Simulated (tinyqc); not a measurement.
Pariser-Parr-Pople SCF with singles CI, for the molecule C=C(C=O)C(=C)C(=C)C=O (SMILES; centres numbered as the heavy atoms are written), step by step. One step of it, computed by the program tinyqc.

Question. Iteration 2: Fock matrix. F_rr = H_rr + P_rr gamma_rr / 2 + sum_(s != r) P_ss gamma_rs; F_rs = H_rs - P_rs gamma_rs / 2; E = tr P (H + F) / 2 + core repulsion sum_(r<s) z_r z_s gamma_rs.

P after iteration 1:
```
            1C         2C         3C         4O         5C         6C         7C         8C
1C    0.891941   0.850460   0.179585  -0.329326  -0.012291  -0.344803  -0.065235   0.013595
2C    0.850460   1.010994   0.385795  -0.049267   0.348477  -0.004120  -0.002317  -0.054557
3C    0.179585   0.385795   0.674208   0.840228   0.025994  -0.072213  -0.026690  -0.007965
4O   -0.329326  -0.049267   0.840228   1.422624  -0.061069   0.016974   0.005587   0.019480
5C   -0.012291   0.348477   0.025994  -0.061069   0.995251   0.861631   0.355676  -0.014717
6C   -0.344803  -0.004120  -0.072213   0.016974   0.861631   1.003405  -0.002862  -0.357116
7C   -0.065235  -0.002317  -0.026690   0.005587   0.355676  -0.002862   1.009575   0.843779
8C    0.013595  -0.054557  -0.007965   0.019480  -0.014717  -0.357116   0.843779   0.895156
9C   -0.011930  -0.029470  -0.007333   0.009149   0.028776  -0.073855   0.392853   0.177080
10O   0.026678   0.005379   0.008216  -0.003311  -0.063457   0.013292  -0.045757  -0.338133

            9C        10O
1C   -0.011930   0.026678
2C   -0.029470   0.005379
3C   -0.007333   0.008216
4O    0.009149  -0.003311
5C    0.028776  -0.063457
6C   -0.073855   0.013292
7C    0.392853  -0.045757
8C    0.177080  -0.338133
9C    0.678401   0.838721
10O   0.838721   1.418446
```

core matrix H (eV):
```
             1C          2C          3C          4O          5C          6C          7C          8C
1C   -43.144544   -2.390000    0.000000    0.000000    0.000000    0.000000    0.000000    0.000000
2C    -2.390000  -48.151928   -2.390000    0.000000   -2.390000    0.000000    0.000000    0.000000
3C     0.000000   -2.390000  -43.539582   -2.510000    0.000000    0.000000    0.000000    0.000000
4O     0.000000    0.000000   -2.510000  -47.721859    0.000000    0.000000    0.000000    0.000000
5C     0.000000   -2.390000    0.000000    0.000000  -49.383948   -2.390000   -2.390000    0.000000
6C     0.000000    0.000000    0.000000    0.000000   -2.390000  -43.561060    0.000000    0.000000
7C     0.000000    0.000000    0.000000    0.000000   -2.390000    0.000000  -48.152075   -2.390000
8C     0.000000    0.000000    0.000000    0.000000    0.000000    0.000000   -2.390000  -41.655132
9C     0.000000    0.000000    0.000000    0.000000    0.000000    0.000000   -2.390000    0.000000
10O    0.000000    0.000000    0.000000    0.000000    0.000000    0.000000    0.000000    0.000000

             9C         10O
1C     0.000000    0.000000
2C     0.000000    0.000000
3C     0.000000    0.000000
4O     0.000000    0.000000
5C     0.000000    0.000000
6C     0.000000    0.000000
7C    -2.390000    0.000000
8C     0.000000    0.000000
9C   -45.262161   -2.510000
10O   -2.510000  -46.518291
```

repulsion gamma_rs (eV):
```
            1C         2C         3C         4O         5C         6C         7C         8C
1C   11.130000   5.346324   3.872543   3.001223   3.871891   2.881019   3.517263   2.620835
2C    5.346324  11.130000   5.345255   4.091643   5.344934   3.871876   3.872337   2.881119
3C    3.872543   5.345255  11.130000   5.773948   3.872337   3.517681   2.881224   2.343915
4O    3.001223   4.091643   5.773948  15.200000   3.697827   4.092428   2.719878   2.344528
5C    3.871891   5.344934   3.872337   3.697827  11.130000   5.345306   5.345255   3.872337
6C    2.881019   3.871876   3.517681   4.092428   5.345306  11.130000   3.871634   3.517197
7C    3.517263   3.872337   2.881224   2.719878   5.345255   3.871634  11.130000   5.344934
8C    2.620835   2.881119   2.343915   2.344528   3.872337   3.517197   5.344934  11.130000
9C    3.872337   3.518056   2.621353   2.344672   3.872543   2.881132   5.346324   3.871891
10O   3.001110   2.720384   2.151325   1.955712   3.001516   2.422787   4.093225   3.698377

            9C        10O
1C    3.872337   3.001110
2C    3.518056   2.720384
3C    2.621353   2.151325
4O    2.344672   1.955712
5C    3.872543   3.001516
6C    2.881132   2.422787
7C    5.346324   4.093225
8C    3.871891   3.698377
9C   11.130000   5.773854
10O   5.773854  15.200000
```

Centres (angstrom, eV; a flat drawing with bonds scaled to 1.40 angstrom):
```
centre          x          y  core charge z          W   gamma_rr
1C       0.252000   1.944000              1  11.160000  11.130000
2C       0.969000   0.742000              1  11.160000  11.130000
3C       2.369000   0.762000              1  11.160000  11.130000
4O       3.087000  -0.440000              1  17.700000  15.200000
5C       0.287000  -0.481000              1  11.160000  11.130000
6C       1.005000  -1.683000              1  11.160000  11.130000
7C      -1.113000  -0.501000              1  11.160000  11.130000
8C      -1.795000  -1.724000              1  11.160000  11.130000
9C      -1.830000   0.701000              1  11.160000  11.130000
10O     -3.230000   0.680000              1  17.700000  15.200000
```

Give: F; pi energy.

Answer.

F (eV):
```
          1C       2C       3C       4O       5C       6C       7C       8C
1C   -6.3700  -4.6634  -0.3477   0.4942   0.0238   0.4967   0.1147  -0.0178
2C   -4.6634  -6.3940  -3.4211   0.1008  -3.3213   0.0080   0.0045   0.0786
3C   -0.3477  -3.4211  -5.4949  -4.9357  -0.0503   0.1270   0.0384   0.0093
4O    0.4942   0.1008  -4.9357  -9.2076   0.1129  -0.0347  -0.0076  -0.0228
5C    0.0238  -3.3213  -0.0503   0.1129  -6.0059  -4.6928  -3.3406   0.0285
6C    0.4967   0.0080   0.1270  -0.0347  -4.6928  -5.5311   0.0055   0.6280
7C    0.1147   0.0045   0.0384  -0.0076  -3.3406   0.0055  -6.2476  -4.6450
8C   -0.0178   0.0786   0.0093  -0.0228   0.0285   0.6280  -4.6450  -5.8556
9C    0.0231   0.0518   0.0096  -0.0107  -0.0557   0.1064  -3.4402  -0.3428
10O  -0.0400  -0.0073  -0.0088   0.0032   0.0952  -0.0161   0.0936   0.6253

          9C      10O
1C    0.0231  -0.0400
2C    0.0518  -0.0073
3C    0.0096  -0.0088
4O   -0.0107   0.0032
5C   -0.0557   0.0952
6C    0.1064  -0.0161
7C   -3.4402   0.0936
8C   -0.3428   0.6253
9C   -5.5749  -4.9313
10O  -4.9313  -9.3000
```

pi energy = -138.2723 eV
